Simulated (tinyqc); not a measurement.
From results back to parameters: propagation of a band-gap error through k.p and effective-mass formulas. Two cases, with inputs chosen for the exercise.

Problem. A calculation returned the electron mass below. With 1/me = 1 + Ep (E + 2 Dso/3)/(E (E + Dso)) and the given Ep and Dso, which gap E did it have, and by what factor is exp(-E/2kT) off against the gap Eg?

Constants: kB = 8.617333262e-05 eV/K.
Find: X = 1/me - 1; E; log10 of the factor.
Method. X E^2 + (X Dso - Ep) E - (2/3) Ep Dso = 0 has one positive root; the factor is exp((Eg - E)/2kT).

Case 1.

Values chosen (reference values near those of GaSb, gap at low temperature; not measured data): Eg = 0.803 eV (gap at Gamma to the s-like level); Dso = 0.763 eV (spin-orbit splitting); Ep = 27.4 eV (Kane energy); T = 400 K (temperature).

me = 0.0551728 m0

Solution.

X = 1/me - 1 = 17.125
E = 1.413 eV
log10 of the factor = -3.84

Case 2.

Values chosen (reference values near those of InAs, gap at low temperature; not measured data): Eg = 0.416 eV (gap at Gamma to the s-like level); Dso = 0.387 eV (spin-orbit splitting); Ep = 21.7 eV (Kane energy); T = 300 K (temperature).

me = 0.0146441 m0

Solution.

X = 1/me - 1 = 67.287
E = 0.258 eV
log10 of the factor = 1.33

Computed by tinyqc, one run a case: `OMP_NUM_THREADS=1 python tinyqc.py N N+1 out.jsonl` with N = 1851193, 1851196; one thread of a shared Intel(R) Xeon(R) Processor @ 2.30GHz, about 0.01 s a run at most.
